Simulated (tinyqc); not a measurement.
Series resistance and mobility from two gate lengths.

Problem. At small Vds the total resistance times width is 2 Rs + L/(mu Q), with the same mu and Q at both lengths. Find mu and Rs.

total resistance at L = 20 and 250 nm (ohm um): 478.06259  3905.7824
Q = 0.61 uC/cm^2

Solution. The slope against L is 1/(mu Q), and the intercept at L = 0 is 2 Rs.

mu = 110.0 cm^2/(V s)
Rs = 90.00 ohm um

Numbers from tinyqc (`OMP_NUM_THREADS=1 python tinyqc.py 2380154 2380155 out.jsonl`; about 0.02 s on one thread of a shared Intel Xeon 2.30GHz).
